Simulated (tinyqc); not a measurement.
# True capacitance, leakage and series resistance from two frequencies

Problem. A capacitance C in parallel with G and in series with Rs is measured as Cp and D = Gp/(w Cp) at two frequencies. The series reading Cs = Cp (1 + D^2) equals C + G^2/(w^2 C), and Re Z = D/(w Cp (1 + D^2)) = Rs + G/(G^2 + w^2 C^2). Find C, G and Rs.

f (Hz): [1e5, 3e5]
Cp (pF): [2.56116591, 2.56116570]
D: [0.877316523, 0.292709239]

Answer. w^2 Cs = w^2 C + G^2/C is a straight line in w^2 with slope C; the intercept gives G, and the real part then gives Rs.

C = 2.56 pF
G = 1.41 uS
Rs = 63.0 ohm

Numbers from tinyqc (`OMP_NUM_THREADS=1 python tinyqc.py 2022173 2022174 out.jsonl`; about 0.01 s on one thread of a shared Intel Xeon 2.30GHz).
